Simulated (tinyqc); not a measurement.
Reset of a mushroom phase-change cell, hemispherical electro-thermal model: one step of the calculation.

Current spreads from a hemispherical contact of radius r0 into a large dome with constant rho and ka: j = I/(2 pi r^2). With s = r0/r the steady rise is T - T0 = c (b s - s^2), c = I^2 rho/(8 pi^2 ka r0^2). The heat lost through the heater, (T(r0) - T0)/Rh, fixes b = (2 + g)/(1 + g), g = 1/(2 pi ka r0 Rh).

Problem. Constants and melting current. The peak lies at s = b/2 with the rise c b^2/4; melting starts at the current where that equals Tm - T0, and the molten shell spans the roots of s^2 - b s + (Tm - T0)/c = 0 (s at most 1). Electrical resistance rho/(2 pi r0).

Inputs (values chosen for the exercise); values of the order of Ge-Sb-Te and related chalcogenides:
- T0 = 300 K (ambient temperature)
- Tm = 892 K (melting point)
- r0 = 9 nm (radius of the heater contact)
- rho = 4.3 mohm cm (resistivity of the hot chalcogenide)
- ka = 0.7 W/(m K) (its thermal conductivity)
- Rh = 40 K/uW (thermal resistance of the path through the heater)

Give: g; b; resistance; radius of the peak; melting current; power at that current.

Solution.

g = 0.6316
b = 1.613
resistance = 0.7604 kohm
radius of the peak = 11.16 nm
melting current = 307.8 uA
power at that current = 72.06 uW

Range of the model: Constant properties, no latent heat, thermoelectric terms, boundary resistance or heating in the heater itself.

Computed by the program tinyqc: `OMP_NUM_THREADS=1 python tinyqc.py 2490006 2490007 out.jsonl`, one thread of a shared Intel Xeon 2.30GHz, about 0.01 s for the whole run.
